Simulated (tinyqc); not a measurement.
## Electron density from the centroid

Question. In the Fang-Howard model the centroid is 3/b with b^3 = 6 (mz1/C) q (Nd + 11 Ns/32)/(eps0 eps_r), C = hbar^2/(2 m0), the field in eV/nm. Find b and Ns.

Inputs (values chosen for the exercise); masses and permittivity close to those of In0.53Ga0.47As:
```
symbol   value   unit                                     meaning
eps_r     13.6                              relative permittivity
mz1     0.0406     m0  mass along z of valley set A (1 valley(s))
Nd      1.7e12  cm^-2           sheet density of depletion charge
```

Constants: q = 1.602176634e-19 C, hbar = 1.054571817e-34 J s, m0 = 9.1093837015e-31 kg, eps0 = 8.8541878128e-14 F/cm where lengths are in cm, hbar^2/(2 m0) = 0.0380998212 eV nm^2. Results are converted to the units shown.

centroid = 5.5656497 nm

Solution. b = 3/centroid gives Nd + 11 Ns/32, from which the depletion charge is taken off.

b = 0.5390 1/nm
Ns = 4.100e11 cm^-2

Numbers from tinyqc (`OMP_NUM_THREADS=1 python tinyqc.py 2160130 2160131 out.jsonl`; about 0.4 s on one thread of a shared Intel Xeon 2.30GHz).
